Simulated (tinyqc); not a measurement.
Sp3 tight binding, zinc-blende lattice, step by step. Computed by tinyqc, a small Python program that keeps every step. Command: `OMP_NUM_THREADS=1 python tinyqc.py 25322 25323 out.jsonl` (the two numbers bound the seeds that draw the settings). One thread of a shared host (Intel(R) Xeon(R) Processor @ 2.60GHz), about 0.01 s of CPU time with the checks.

## Bloch Hamiltonian at k

Parameters chosen for this model: zinc-blende lattice, anion at 0, cation at a/4 (1,1,1); V = eta hbar^2 / (m d^2), hbar^2/m = 7.619964 eV angstrom^2:
```
parameter          value      unit
a               4.710000  angstrom
d               2.039490  angstrom
Es anion      -15.530000        eV
Ep anion       -7.370000        eV
Es cation     -15.530000        eV
Ep cation      -7.370000        eV
eta ss         -1.210000
eta sp          1.360000
eta pp sigma    2.570000
eta pp pi      -0.570000
V ss           -2.216640        eV
V sp            2.491430        eV
V pp sigma      4.708070        eV
V pp pi        -1.044202        eV
```

k point k (2 pi / a): -0.680000  -0.520000  0.640000

Slater-Koster rules over the four bonds with direction cosines (l, m, n): ss V_ss; s-px l V_sp; px-s -l V_sp; px-px l^2 V_pps + (1 - l^2) V_ppp; px-py l m (V_pps - V_ppp); each times exp(i k.d).

H(k) at k (eV):
```
                      a s                 a px                 a py                a pz
a s            -15.530000             0.000000             0.000000            0.000000
a px             0.000000            -7.370000             0.000000            0.000000
a py             0.000000             0.000000            -7.370000            0.000000
a pz             0.000000             0.000000             0.000000           -7.370000
c s   -1.566780-4.782239i  -1.706055-1.849405i  -2.914196-1.082696i  1.969416+1.602093i
c px   1.706055+1.849405i   0.617216+1.883912i  -2.625231-2.135589i  3.884623+1.443233i
c py   2.914196+1.082696i  -2.625231-2.135589i   0.617216+1.883912i  2.274172+2.465256i
c pz  -1.969416-1.602093i   3.884623+1.443233i   2.274172+2.465256i  0.617216+1.883912i

                      c s                 c px                 c py                 c pz
a s   -1.566780+4.782239i   1.706055-1.849405i   2.914196-1.082696i  -1.969416+1.602093i
a px  -1.706055+1.849405i   0.617216-1.883912i  -2.625231+2.135589i   3.884623-1.443233i
a py  -2.914196+1.082696i  -2.625231+2.135589i   0.617216-1.883912i   2.274172-2.465256i
a pz   1.969416-1.602093i   3.884623-1.443233i   2.274172-2.465256i   0.617216-1.883912i
c s            -15.530000             0.000000             0.000000             0.000000
c px             0.000000            -7.370000             0.000000             0.000000
c py             0.000000             0.000000            -7.370000             0.000000
c pz             0.000000             0.000000             0.000000            -7.370000
```

## Levels at k

Diagonalise the Hermitian matrix.

eigenvalues (eV): -21.771464  -16.419922  -13.012916  -12.809315  -6.802924  -2.266918  -1.769599  -0.426942

weights |c|^2 of the basis functions:
```
        band 1    band 2    band 3    band 4    band 5    band 6    band 7    band 8
a s   0.466828  0.191289  0.003856  0.010300  0.296234  0.007733  0.000368  0.023394
a px  0.007525  0.109071  0.313306  0.017876  0.067072  0.077382  0.225982  0.181785
a py  0.016633  0.094683  0.032685  0.280029  0.082871  0.361653  0.000858  0.130587
a pz  0.009014  0.104957  0.150153  0.191795  0.053823  0.053232  0.272792  0.164234
c s   0.466828  0.191289  0.003856  0.010300  0.296234  0.007733  0.000368  0.023394
c px  0.007525  0.109071  0.313306  0.017876  0.067072  0.077382  0.225982  0.181785
c py  0.016633  0.094683  0.032685  0.280029  0.082871  0.361653  0.000858  0.130587
c pz  0.009014  0.104957  0.150153  0.191795  0.053823  0.053232  0.272792  0.164234
```

## Bloch Hamiltonian at L

k point L (2 pi / a): 0.500000  0.500000  0.500000

As before.

H(k) at L (eV):
```
                      a s                 a px                 a py                 a pz
a s            -15.530000             0.000000             0.000000             0.000000
a px             0.000000            -7.370000             0.000000             0.000000
a py             0.000000             0.000000            -7.370000             0.000000
a pz             0.000000             0.000000             0.000000            -7.370000
c s   -3.134803-3.134803i   2.034244+2.034244i   2.034244+2.034244i   2.034244+2.034244i
c px  -2.034244-2.034244i   1.234922+1.234922i  -2.711647-2.711647i  -2.711647-2.711647i
c py  -2.034244-2.034244i  -2.711647-2.711647i   1.234922+1.234922i  -2.711647-2.711647i
c pz  -2.034244-2.034244i  -2.711647-2.711647i  -2.711647-2.711647i   1.234922+1.234922i

                      c s                 c px                 c py                 c pz
a s   -3.134803+3.134803i  -2.034244+2.034244i  -2.034244+2.034244i  -2.034244+2.034244i
a px   2.034244-2.034244i   1.234922-1.234922i  -2.711647+2.711647i  -2.711647+2.711647i
a py   2.034244-2.034244i  -2.711647+2.711647i   1.234922-1.234922i  -2.711647+2.711647i
a pz   2.034244-2.034244i  -2.711647+2.711647i  -2.711647+2.711647i   1.234922-1.234922i
c s            -15.530000             0.000000             0.000000             0.000000
c px             0.000000            -7.370000             0.000000             0.000000
c py             0.000000             0.000000            -7.370000             0.000000
c pz             0.000000             0.000000             0.000000            -7.370000
```

## Levels at L

As before.

eigenvalues (eV): -21.219023  -17.297446  -12.951292  -12.951292  -7.092527  -1.788708  -1.788708  -0.191004

## Bands along a path

The same steps at evenly spaced points between the labelled ones.

Bands along the path (eV):
```
k             band 1      band 2      band 3      band 4     band 5     band 6     band 7     band 8
L         -21.219023  -17.297446  -12.951292  -12.951292  -7.092527  -1.788708  -1.788708  -0.191004
L-G 0.25  -21.970976  -16.264223  -12.696873  -12.696873  -6.940686  -2.043127  -2.043127  -0.624115
L-G 0.50  -23.184354  -14.200491  -12.025700  -12.025700  -6.619300  -2.714300  -2.714300  -1.795855
L-G 0.75  -24.076055  -12.023517  -11.239820  -11.239820  -6.483467  -3.500180  -3.500180  -3.216961
G         -24.396561  -10.862888  -10.862888  -10.862888  -6.663439  -3.877112  -3.877112  -3.877112
G-X 0.25  -23.966203  -11.732131  -11.732131  -11.706816  -6.228557  -3.898424  -3.007869  -3.007869
G-X 0.50  -22.728071  -13.628911  -13.329216  -13.329216  -5.471328  -3.971690  -1.410784  -1.410784
G-X 0.75  -20.832459  -16.007372  -14.580848  -14.580848  -4.836213  -4.123957  -0.159152  -0.159152
X         -18.503481  -18.503481  -15.039697  -15.039697  -4.396519  -4.396519   0.299697   0.299697
X-W 0.25  -18.503481  -18.503481  -15.039697  -15.039697  -4.396519  -4.396519   0.299697   0.299697
X-W 0.50  -18.503481  -18.503481  -15.039697  -15.039697  -4.396519  -4.396519   0.299697   0.299697
X-W 0.75  -18.503481  -18.503481  -15.039697  -15.039697  -4.396519  -4.396519   0.299697   0.299697
W         -18.503481  -18.503481  -15.039697  -15.039697  -4.396519  -4.396519   0.299697   0.299697
```

With 4 band(s) filled, the highest filled level on these points lies at G and the lowest empty one at L: a gap of 3.7704 eV, indirect.
